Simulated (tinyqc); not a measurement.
# Admittance spectroscopy of a deep trap: admittance against temperature

Schottky contact on an n-type layer with shallow donors Nd (all ionised) and a donor-like deep trap, neutral when filled and positive when empty; depletion approximation. Traps within lam of the depletion edge stay filled. The traps at xt = W - lam, where the level crosses the Fermi level, follow a slow signal and not a fast one. w = 2 pi f.

Emission rate en = sn vth(T) Nc(T) exp(-Et/kB T) = sn g T^2 exp(-Et/kB T), g = vth Nc/(300 K)^2, as vth goes as T^0.5 and Nc as T^1.5 (degeneracy factor 1). lam = sqrt(2 eps0 eps_r (EF - ET)/(q Nd)), EF - ET = Et - (kB T/q) ln(Nc(T)/Nd), Nc(T) = Nc (T/300 K)^1.5. In the steady state at the band bending V, 2 eps0 eps_r V/q = Nd W^2 + Nt (W - lam)^2 (the second term only if W > lam). V = Vbi + Vr. C_HF = eps0 eps_r/W, C_LF = eps0 eps_r (Nd + Nt)/(Nd W + Nt xt). Inflection frequency w0 = 2 en [1 + Nt xt/(Nd W)]; C = C_HF + (C_LF - C_HF)/(1 + (w/w0)^2), G/w = (C_LF - C_HF)(w/w0)/(1 + (w/w0)^2).

Inputs (values chosen for the exercise); material values close to those of germanium:
- eps_r = 15.8 (relative permittivity)
- Nc = 1.05e19 cm^-3 (conduction-band density of states at 300 K)
- vth = 3.4e7 cm/s (thermal velocity at 300 K)
- Nd = 1.7e16 cm^-3 (shallow donor density)
- Vbi = 0.47 V (built-in voltage)
- Et = 0.3 eV (depth of the trap below the conduction edge)
- sn = 3.6e-17 cm^2 (capture cross-section)
- Nt = 1.2e15 cm^-3 (trap density)
- Vr = 0.9 V (reverse bias)
- f = 4.7e5 Hz (signal frequency)

Constants: q = 1.602176634e-19 C, kB = 1.380649e-23 J/K, eps0 = 8.8541878128e-14 F/cm where lengths are in cm. Results are converted to the units shown.

Results:
```
T (K)  w0/(2 pi) (Hz)  C (nF/cm^2)  G/w (nF/cm^2)
301           4.094e4        37.91        0.06992
316           7.819e4        37.94         0.1258
331           1.415e5        38.01         0.2053
345           2.357e5        38.11         0.2849
360           3.912e5        38.27         0.3313
375           6.255e5        38.43         0.3045
389           9.411e5        38.53         0.2375
404           1.417e6        38.59         0.1638
433           2.907e6        38.61        0.06992
448           4.080e6        38.61        0.04295
```

Estimate the missing row, T = 419 K.

Computed row:
```
T (K)  w0/(2 pi) (Hz)  C (nF/cm^2)  G/w (nF/cm^2)
419           2.078e6        38.61         0.1070
```

With this row back in the table: G/w goes from 0.0699 through a maximum of 0.331 (at T = 360 K among the rows listed) to 0.0430 nF/cm^2, where w0 passes the signal: w0/(2 pi) rises from 40900 to 4.08e6 Hz. C rises from 37.9 to 38.6 nF/cm^2.

Program tinyqc, `OMP_NUM_THREADS=1 python tinyqc.py 2050024 2050025 out.jsonl`; Intel Xeon 2.30GHz, shared host, one thread, about 0.01 s.
